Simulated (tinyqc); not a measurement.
Worked calculation: CCSD on RHF in the sto-3g basis, frozen core, for BeH+, spin multiplicity 1. Computed by tinyqc, a small Python program that keeps every step (integrals from PySCF). Settings: charge = 1, multiplicity = 1, basis = sto-3g, method = RHF, frozen orbitals = 1, energy threshold = 1e-10, iteration cap = 78, orthogonalisation = canonical, start = atomic densities, DIIS depth = 6, amplitude equations = CCSD, DIIS depth for amplitudes = 4, cap on updates = 90. Command: `OMP_NUM_THREADS=1 python tinyqc.py 30991 30992 out.jsonl` (the two numbers bound the seeds that draw the settings). One thread of a shared host (Intel(R) Xeon(R) Processor @ 2.60GHz), about 0.2 s of CPU time with the checks. The early iterations of the SCF are left out here.

## One-electron integrals

Geometry (angstrom):
```
atom         x         y         z
Be    0.000000  0.000000  0.000000
H     0.000000  0.000000  1.328000
```

Basis sto-3g: exponents (1/bohr^2) and contraction coefficients of normalised primitives:
```
element  l (shell)   exponent  coefficient
Be           s (1)  30.167871     0.154329
Be           s (1)   5.495115     0.535328
Be           s (1)   1.487193     0.444635
Be           s (2)   1.314833    -0.099967
Be           s (2)   0.305539     0.399513
Be           s (2)   0.099371     0.700115
Be           p (3)   1.314833     0.155916
Be           p (3)   0.305539     0.607684
Be           p (3)   0.099371     0.391957
H            s (1)   3.425251     0.154329
H            s (1)   0.623914     0.535328
H            s (1)   0.168855     0.444635
```

Overlap, kinetic and nuclear-attraction integrals over the contracted functions; the nuclear repulsion is the sum of Za Zb / Rab.

nuclear repulsion = 1.59390726 hartree

overlap S, lower triangle:
```
           1Be 1s    1Be 2s   1Be 2px   1Be 2py   1Be 2pz     2H 1s
1Be 1s   1.000000
1Be 2s   0.259517  1.000000
1Be 2px  0.000000  0.000000  1.000000
1Be 2py  0.000000  0.000000  0.000000  1.000000
1Be 2pz  0.000000  0.000000  0.000000  0.000000  1.000000
2H 1s    0.071352  0.464825  0.000000  0.000000  0.529246  1.000000
```

kinetic energy T (hartree), lower triangle:
```
            1Be 1s    1Be 2s   1Be 2px   1Be 2py   1Be 2pz     2H 1s
1Be 1s    6.693975
1Be 2s   -0.033012  0.211111
1Be 2px   0.000000  0.000000  0.660592
1Be 2py   0.000000  0.000000  0.000000  0.660592
1Be 2pz   0.000000  0.000000  0.000000  0.000000  0.660592
2H 1s    -0.016499  0.070992  0.000000  0.000000  0.197981  0.760032
```

nuclear attraction V (hartree), lower triangle:
```
             1Be 1s     1Be 2s    1Be 2px    1Be 2py    1Be 2pz      2H 1s
1Be 1s   -14.959569
1Be 2s    -2.002657  -2.684945
1Be 2px    0.000000   0.000000  -2.627207
1Be 2py    0.000000   0.000000   0.000000  -2.627207
1Be 2pz   -0.018326  -0.149876   0.000000   0.000000  -2.745185
2H 1s     -0.553139  -1.273442   0.000000   0.000000  -1.436750  -2.807259
```

core Hamiltonian H = T + V (hartree), lower triangle:
```
            1Be 1s     1Be 2s    1Be 2px    1Be 2py    1Be 2pz      2H 1s
1Be 1s   -8.265594
1Be 2s   -2.035669  -2.473835
1Be 2px   0.000000   0.000000  -1.966615
1Be 2py   0.000000   0.000000   0.000000  -1.966615
1Be 2pz  -0.018326  -0.149876   0.000000   0.000000  -2.084593
2H 1s    -0.569637  -1.202450   0.000000   0.000000  -1.238769  -2.047227
```

## Two-electron integrals

Functions are numbered as in S; the eight-fold symmetry (ij|kl) = (ji|kl) = (kl|ij) leaves the list below.

Two-electron integrals (ij|kl) in chemists' order, unique and non-zero (hartree):
```
(11|11) 2.298831   (21|11) 0.392036   (21|21) 0.079539   (22|11) 0.570988
(22|21) 0.143041   (22|22) 0.417683   (31|31) 0.014607   (32|31) 0.021888
(32|32) 0.092265   (33|11) 0.569578   (33|21) 0.143083   (33|22) 0.417589
(33|33) 0.449859   (41|41) 0.014607   (42|41) 0.021888   (42|42) 0.092265
(43|43) 0.024249   (44|11) 0.569578   (44|21) 0.143083   (44|22) 0.417589
(44|33) 0.401360   (44|44) 0.449859   (51|51) 0.014607   (52|51) 0.021888
(52|52) 0.092265   (53|53) 0.024249   (54|54) 0.024249   (55|11) 0.569578
(55|21) 0.143083   (55|22) 0.417589   (55|33) 0.401360   (55|44) 0.401360
(55|55) 0.449859   (61|11) 0.106780   (61|21) 0.021641   (61|22) 0.039180
(61|33) 0.038893   (61|44) 0.038893   (61|51) 0.001949   (61|52) 0.003630
(61|55) 0.039776   (61|61) 0.006185   (62|11) 0.230128   (62|21) 0.058339
(62|22) 0.182096   (62|33) 0.175546   (62|44) 0.175546   (62|51) 0.007679
(62|52) 0.044634   (62|55) 0.195034   (62|61) 0.017528   (62|62) 0.112711
(63|31) 0.005711   (63|32) 0.025794   (63|53) 0.008000   (63|63) 0.011219
(64|41) 0.005711   (64|42) 0.025794   (64|54) 0.008000   (64|64) 0.011219
(65|11) 0.236983   (65|21) 0.060871   (65|22) 0.199423   (65|33) 0.187642
(65|44) 0.187642   (65|51) 0.012615   (65|52) 0.069950   (65|55) 0.222780
(65|61) 0.019241   (65|62) 0.141176   (65|65) 0.183994   (66|11) 0.394554
(66|21) 0.101902   (66|22) 0.353747   (66|33) 0.328081   (66|44) 0.328081
(66|51) 0.016754   (66|52) 0.121809   (66|55) 0.404789   (66|61) 0.031645
(66|62) 0.271175   (66|65) 0.362456   (66|66) 0.774606
```

## Orthogonalisation

S = U s U^T; canonical form X = U s^(-1/2), so that X^T S X = 1. Each column of U has its largest component positive (the first on a tie).

eigenvalues of S: 0.287790  0.793548  1.000000  1.000000  1.171778  1.746883

X:
```
                 1          2         3          4          5         6
1Be 1s    0.205016   0.804375  0.000000   0.000000   0.596465  0.181551
1Be 2s   -0.917817  -0.588259  0.000000   0.000000   0.441508  0.381727
1Be 2px   0.000000   0.000000  0.741106  -0.671388   0.000000  0.000000
1Be 2py   0.000000   0.000000  0.671388   0.741106   0.000000  0.000000
1Be 2pz  -0.959960   0.481476  0.000000   0.000000  -0.523311  0.362806
2H 1s     1.291825  -0.187817  0.000000   0.000000  -0.169852  0.512000
```

Within a degenerate level the vectors are fixed only up to a rotation; this is one choice.

## Iteration 8 (converged): orbitals

converged F (hartree), lower triangle:
```
            1Be 1s     1Be 2s    1Be 2px    1Be 2py    1Be 2pz      2H 1s
1Be 1s   -5.019381
1Be 2s   -1.411360  -0.877661
1Be 2px   0.000000   0.000000  -0.144493
1Be 2py   0.000000   0.000000   0.000000  -0.144493
1Be 2pz   0.016859  -0.152858   0.000000   0.000000  -0.340360
2H 1s    -0.393817  -0.579801   0.000000   0.000000  -0.460561  -0.578882
```

Diagonalise F' = X^T F X, C = X C', fill 2 alpha and 2 beta electrons from the bottom; D = 2 C_occ C_occ^T. Each column has its largest component positive (the first on a tie).

F' = X^T F X (hartree), lower triangle:
```
           1          2          3          4          5          6
1   0.333729
2  -0.244685  -2.141198
3   0.000000   0.000000  -0.144493
4   0.000000   0.000000   0.000000  -0.144493
5  -0.151869  -2.120322   0.000000   0.000000  -2.665095
6  -0.050367  -0.826131   0.000000   0.000000  -1.052691  -1.196579
```

orbital energies (hartree): MO1 -5.022237, MO2 -0.742807, MO3 -0.264450, MO4 -0.144493, MO5 -0.144493, MO6 0.360350

coefficients C:
```
               MO1        MO2        MO3        MO4       MO5        MO6
1Be 1s    0.992932  -0.192412  -0.200808   0.000000  0.000000   0.120508
1Be 2s    0.026450   0.540756   0.766015   0.000000  0.000000  -0.805721
1Be 2px   0.000000   0.000000   0.000000  -0.009957  0.999950   0.000000
1Be 2py   0.000000   0.000000   0.000000   0.999950  0.009957   0.000000
1Be 2pz  -0.001992   0.296490  -0.635887   0.000000  0.000000  -1.032745
2H 1s    -0.001534   0.495581  -0.225220   0.000000  0.000000   1.303362
```

D after iteration 8, lower triangle:
```
            1Be 1s    1Be 2s   1Be 2px   1Be 2py   1Be 2pz     2H 1s
1Be 1s    2.045873
1Be 2s   -0.155569  0.586234
1Be 2px   0.000000  0.000000  0.000000
1Be 2py   0.000000  0.000000  0.000000  0.000000
1Be 2pz  -0.118053  0.320553  0.000000  0.000000  0.175821
2H 1s    -0.193757  0.535896  0.000000  0.000000  0.293876  0.491206
```

Within a degenerate level the vectors are fixed only up to a rotation; this is one choice.

## Convergence

Stop when the energy changes by less than 1e-10 hartree and every element of the error matrix X^T (F D S - S D F) X is below 3e-06.

Course of the cycle:
```
iteration   E (hartree)     change  largest element of the error matrix
1          -12.65794252          -                             3.43e-01
2          -14.64519467  -1.99e+00                             9.62e-02
3          -14.66232823  -1.71e-02                             2.41e-02
4          -14.66442495  -2.10e-03                             8.90e-03
5          -14.66475336  -3.28e-04                             7.08e-04
6          -14.66475497  -1.61e-06                             2.65e-05
7          -14.66475497  -1.77e-09                             1.54e-06
8          -14.66475497  -6.15e-12                             1.07e-07
```

PySCF RHF in the same basis = -14.66475497 hartree

Converged in 8 iterations.

## Integrals over molecular orbitals

(pq|rs) = sum C_ip C_jq C_kr C_ls (ij|kl), one index at a time.

one-electron integrals over orbitals h = C^T H C (hartree), lower triangle:
```
           1          2          3          4          5          6
1  -8.255925
2   0.164031  -2.237694
3   0.205409   0.009926  -1.955503
4   0.000000   0.000000   0.000000  -1.966615
5   0.000000   0.000000   0.000000   0.000000  -1.966615
6  -0.070531   0.149211  -0.034684   0.000000   0.000000  -1.595227
```

Two-electron integrals over orbitals (pq|rs), unique and non-zero (hartree); the lowest 1 orbital is frozen and left out:
```
(22|22) 0.536671    (32|22) -0.066326   (32|32) 0.032779    (33|22) 0.320574
(33|32) 0.027220    (33|33) 0.470183    (42|42) 0.042940    (43|42) 0.030630
(43|43) 0.052277    (44|22) 0.371095    (44|32) 0.017484    (44|33) 0.399607
(44|44) 0.449859    (52|52) 0.042940    (53|52) 0.030630    (53|53) 0.052277
(54|54) 0.024249    (55|22) 0.371095    (55|32) 0.017484    (55|33) 0.399607
(55|44) 0.401360    (55|55) 0.449859    (62|22) 0.064289    (62|32) -0.045537
(62|33) -0.026705   (62|44) -0.051952   (62|55) -0.051952   (62|62) 0.121434
(63|22) -0.056206   (63|32) 0.027466    (63|33) 0.057394    (63|44) 0.016125
(63|55) 0.016125    (63|62) -0.045566   (63|63) 0.046621    (64|42) -0.030112
(64|43) -0.015092   (64|64) 0.026862    (65|52) -0.030112   (65|53) -0.015092
(65|65) 0.026862    (66|22) 0.530105    (66|32) -0.064070   (66|33) 0.350908
(66|44) 0.375357    (66|55) 0.375357    (66|62) 0.093329    (66|63) -0.054522
(66|66) 0.566040
```

## CCSD: starting amplitudes

t_ij^ab = <ij||ab> / (e_i + e_j - e_a - e_b), whose energy is MP2.

Starting amplitudes (spin orbitals 1a, 1b, ...; amplitudes related by a flip of all spins are not repeated):
```
from      to          t
2a 2b  6a 6b  -0.055040
2a 2b  4a 4b  -0.035884
2a 2b  5a 5b  -0.035884
2a 2b  3a 3b  -0.034262
2a 2b  3a 6b   0.028793
```

correlation energy = -0.01351077 hartree

## CCSD: amplitude update 1

t_i^a D_i^a and t_ij^ab D_ij^ab are set to the remaining terms of the spin-orbital equations, evaluated with the old amplitudes; for the doubles these are <ij||ab> + 1/2 <ab||ef> t_ij^ef + 1/2 <mn||ij> t_mn^ab + P(ij)P(ab) <mb||ej> t_im^ae + terms in t^2 + terms with t1, D the orbital-energy denominators.

Amplitudes after update 1 (spin orbitals 1a, 1b, ...; amplitudes related by a flip of all spins are not repeated):
```
from      to          t
2a 2b  6a 6b  -0.072757
2a 2b  4a 4b  -0.043647
2a 2b  5a 5b  -0.043647
2a 2b  3a 3b  -0.042171
2a 2b  3a 6b   0.042144
2a        3a   0.009877
2a        6a   0.001473
```

correlation energy = -0.01780191 hartree

## CCSD: amplitude update 2

As before.

Amplitudes after update 2 (spin orbitals 1a, 1b, ...; amplitudes related by a flip of all spins are not repeated):
```
from      to          t
2a 2b  6a 6b  -0.078159
2a 2b  3a 6b   0.048109
2a 2b  3a 3b  -0.047534
2a 2b  4a 4b  -0.045273
2a 2b  5a 5b  -0.045273
2a        3a   0.017491
2a        6a   0.002907
```

correlation energy = -0.01931235 hartree

## CCSD: amplitude update 3

t_i^a D_i^a and t_ij^ab D_ij^ab are set to the remaining terms of the spin-orbital equations, evaluated with the old amplitudes; for the doubles these are <ij||ab> + 1/2 <ab||ef> t_ij^ef + 1/2 <mn||ij> t_mn^ab + P(ij)P(ab) <mb||ej> t_im^ae + terms in t^2 + terms with t1, D the orbital-energy denominators. DIIS then mixes the stored amplitudes.

DIIS coefficients: -0.851312  1.851312

Amplitudes after update 3 (spin orbitals 1a, 1b, ...; amplitudes related by a flip of all spins are not repeated):
```
from      to          t
2a 2b  6a 6b  -0.080837
2a 2b  3a 3b  -0.054711
2a 2b  3a 6b   0.053540
2a 2b  4a 4b  -0.045765
2a 2b  5a 5b  -0.045765
2a        3a   0.027349
2a        6a   0.004766
```

correlation energy = -0.02040073 hartree

## CCSD: convergence

E_corr = 1/4 sum <ij||ab> t_ij^ab + 1/2 sum <ij||ab> t_i^a t_j^b; stop when the norm of the change is below 1e-8.

Course of the amplitude iterations:
```
update  correlation energy (hartree)  norm of the change
0                        -0.01351077                   -
1                        -0.01780191            6.01e-02
2                        -0.01931235            2.56e-02
3                        -0.02040073            1.40e-02
4                        -0.02048404            5.11e-03
5                        -0.02048714            6.01e-04
6                        -0.02048672            7.81e-05
7                        -0.02048662            6.82e-06
8                        -0.02048666            1.44e-06
9                        -0.02048671            6.00e-07
10                       -0.02048671            4.14e-08
11                       -0.02048671            5.40e-09
```

Converged amplitudes (spin orbitals 1a, 1b, ...; amplitudes related by a flip of all spins are not repeated):
```
from      to          t
2a 2b  6a 6b  -0.079116
2a 2b  3a 3b  -0.059616
2a 2b  3a 6b   0.055239
2a 2b  4a 4b  -0.045636
2a 2b  5a 5b  -0.045636
2a        3a   0.034362
2a        6a   0.005682
```

CCSD total energy = -14.68524168 hartree

T1 diagnostic, norm of the one-spin t1 over sqrt(correlated electrons) = 0.024627

Converged in 11 updates, with DIIS from the third.
